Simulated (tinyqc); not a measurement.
# Composition from the perpendicular lattice constant

Problem. The layer is x parts of the first compound and 1 - x of the second, grown coherently on the second as substrate and barrier. Rows of the table: lattice constant a, average valence level Ea on an absolute scale, spin-orbit splitting so, gaps at Gamma, X and L, hydrostatic deformation potentials av and ac (Gamma), shear potential b, elastic constants, electron and heavy-hole (along z) masses. All are interpolated linearly in x; gaps get -C x (1 - x), taken wholly in the conduction band; real line-ups can differ from this model by 0.1 eV or more. In-plane strain e = (a_substrate - a)/a, e_z = -2 (c12/c11) e, volume change 2 e + e_z. X-ray diffraction gives a_z = a (1 + e_z) of the coherent layer. Find x, e and the relaxed Gamma gap.

Values chosen for this exercise:
- CG = 0.1 eV (bowing of the Gamma gap)
- CX = 0.27 eV (bowing of the X gap)
- CL = 0.27 eV (bowing of the L gap)

Binary compounds, values chosen for the exercise:

|  | close to InAs | close to InP |
|---|---|---|
| a (angstrom) | 6.058 | 5.869 |
| Ea (eV) | -6.67 | -7.04 |
| so (eV) | 0.384 | 0.108 |
| EG (eV) | 0.353 | 1.35 |
| EX (eV) | 1.36 | 2.2 |
| EL (eV) | 1.08 | 1.92 |
| av (eV) | 0.991 | 1.29 |
| ac (eV) | -5.09 | -5.05 |
| b (eV) | -1.79 | -1.72 |
| c11 (GPa) | 83 | 101 |
| c12 (GPa) | 45.9 | 55.5 |
| me (m0) | 0.0232 | 0.0812 |
| mh (m0) | 0.325 | 0.534 |

lattice constant along the growth direction = 5.98016950 angstrom

Answer. a_z changes steadily with x, about (1 + 2 c12/c11) times as fast as the relaxed lattice constant, so one composition matches.

x = 0.280
e = -0.894 %
relaxed Gamma gap = 1.05 eV

Computed by the program tinyqc: `OMP_NUM_THREADS=1 python tinyqc.py 2690034 2690035 out.jsonl`, one thread of a shared Intel Xeon 2.30GHz, about 0.01 s for the whole run.
